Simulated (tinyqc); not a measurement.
# n-type polysilicon, carrier trapping at grain boundaries: two studies

One-dimensional grains of size Lg, uniform ionised doping N, monovalent traps Qt at each boundary at a depth Et below (for electrons) or above (for holes) the band edge there, abrupt depletion of width W on each side of a boundary, Boltzmann statistics. xi is the distance from the band edge at the grain centre to the Fermi level. Trapped charge Qt/(1 + exp((xi + VB - Et)/Vt)) = 2 N W, barrier VB = q N W^2/(2 eps0 eps_r).

Values chosen for this exercise; values of the order met in polycrystalline silicon:
- T = 300 K (temperature)
- eps_r = 11.7 (relative permittivity)
- NB = 2.8e19 cm^-3 (conduction-band density of states at T)
- Lg = 23 nm (grain size)
- Qt = 1.5e12 cm^-2 (trap density of a grain boundary)
- Et = 0.44 eV (depth of the trap level from the majority band edge at the boundary)
- ms = 0.58 m0 (mass for thermionic emission)
- fe = 0.12 (correction factor of the emission rate)
- mug = 64 cm^2/(V s) (mobility inside the grains)
- N = 5e18 cm^-3 (doping)

Constants: q = 1.602176634e-19 C, kB = 1.380649e-23 J/K, m0 = 9.1093837015e-31 kg, Vt = kB T/q, eps0 = 8.8541878128e-14 F/cm where lengths are in cm. Results are converted to the units shown.

Each table varies one quantity; the others keep the values above.

## Effect of the doping

If the trap equation with xi = Vt ln(NB/N) has a root W < Lg/2, the grain is partly depleted; otherwise W = Lg/2 and the trap equation gives xi = Et - VB + Vt ln(Qt/(N Lg) - 1). N* = Qt/Lg. n0 = NB exp(-xi/Vt); mean density n0 (1 - 2 W/Lg) by charge balance in a partly depleted grain, and n0 (sqrt(pi)/2) erf(u)/u with u = sqrt(VB/Vt) in a fully depleted one; v = sqrt(kB T/(2 pi ms m0)); barrier resistivity Vt exp(VB/Vt)/(q fe n0 v Lg); grain resistivity (1 - 2 W/Lg)/(q n0 mug); effective mobility 1/(q mean density total resistivity). Rows with xi above 0.45 V, towards mid-gap, are left out, since the other carrier type is ignored.

Effect of the doping:

| N (cm^-3) | N/N* | depleted share 2 W/Lg | VB (V) | xi (V) | mean density (cm^-3) | resistivity (ohm cm) | effective mobility (cm^2/(V s)) |
|---|---|---|---|---|---|---|---|
| 2.1e17 | 0.32200 | 1.0000 | 0.021476 | 0.43777 | 9.6651e11 | 3.0670e5 | 21.056 |
| 3.8e17 | 0.58267 | 1.0000 | 0.038862 | 0.39251 | 4.7283e12 | 1.0433e5 | 12.653 |
| 7.1e17 | 1.0887 | 0.91854 | 0.061263 | 0.094998 | 5.7837e16 | 2.5042 | 43.093 |
| 1.3e18 | 1.9933 | 0.50167 | 0.033460 | 0.079362 | 6.4783e17 | 0.50187 | 19.197 |
| 2.4e18 | 3.6800 | 0.27174 | 0.018124 | 0.063512 | 1.7478e18 | 0.16861 | 21.179 |
| 4.5e18 | 6.9000 | 0.14493 | 0.0096662 | 0.047261 | 3.8478e18 | 0.071987 | 22.533 |
| 8.4e18 | 12.880 | 0.077640 | 0.0051783 | 0.031125 | 7.7478e18 | 0.034782 | 23.161 |

As N goes from 2.1e17 to 8.4e18, VB goes from 0.0215 through a maximum of 0.0613 (at N = 7.1e17 among the rows listed) to 0.00518 V, the resistivity falls from 3.07e5 to 0.0348 ohm cm and the effective mobility moves up and down between 12.7 and 43.1 cm^2/(V s). The steepest fall of the resistivity among the rows, as N^(-17.0), lies between N = 3.8e17 and 7.1e17 cm^-3; N* = 6.52e17 cm^-3. While the grain is fully depleted VB grows as N; once the traps are full it falls as 1/N. For N = 2.4e18, 4.5e18, 8.4e18 xi is under 2.5 Vt, where Boltzmann statistics begin to fail. For N = 2.1e17, 2.4e18, 4.5e18, 8.4e18 VB is below Vt, where abrupt depletion and thermionic emission are rough. For N = 7.1e17 the grain is near the changeover between partial and full depletion, within a few Debye lengths, where both limits are rough.

## Effect of the trap density of a grain boundary

Same model as above.

N* = Qt/Lg.

The same in every row: xi (V) = 0.04454.

Effect of the trap density of a grain boundary:

| Qt (cm^-2) | N/N* | depleted share 2 W/Lg | VB (V) | mean density (cm^-3) | resistivity (ohm cm) | effective mobility (cm^2/(V s)) |
|---|---|---|---|---|---|---|
| 2e11 | 57.50 | 0.01739 | 1.547e-4 | 4.913e18 | 0.05247 | 24.21 |
| 3.4e11 | 33.82 | 0.02957 | 4.470e-4 | 4.852e18 | 0.05261 | 24.45 |
| 5.7e11 | 20.18 | 0.04957 | 0.001256 | 4.752e18 | 0.05329 | 24.65 |
| 9.7e11 | 11.86 | 0.08435 | 0.003638 | 4.578e18 | 0.05596 | 24.36 |
| 1.6e12 | 7.188 | 0.1391 | 0.009898 | 4.304e18 | 0.06533 | 22.19 |
| 2.8e12 | 4.107 | 0.2435 | 0.03031 | 3.783e18 | 0.1217 | 13.56 |
| 4.7e12 | 2.447 | 0.4087 | 0.08541 | 2.957e18 | 0.9124 | 2.314 |
| 8e12 | 1.438 | 0.6935 | 0.2459 | 1.532e18 | 448.2 | 0.009088 |

As Qt goes from 2e11 to 8e12, VB rises from 1.55e-4 to 0.246 V, the resistivity rises from 0.0525 to 448 ohm cm and the effective mobility goes from 24.2 through a maximum of 24.6 (at Qt = 5.7e11 among the rows listed) to 0.00909 cm^2/(V s). In every row xi is under 2.5 Vt, where Boltzmann statistics begin to fail. For Qt = 2e11, 3.4e11, 5.7e11, 9.7e11, 1.6e12 VB is below Vt, where abrupt depletion and thermionic emission are rough.

tinyqc, about 0.01 s, one thread, Intel Xeon 2.30GHz (shared host): `OMP_NUM_THREADS=1 python tinyqc.py 2830140 2830141 out.jsonl`
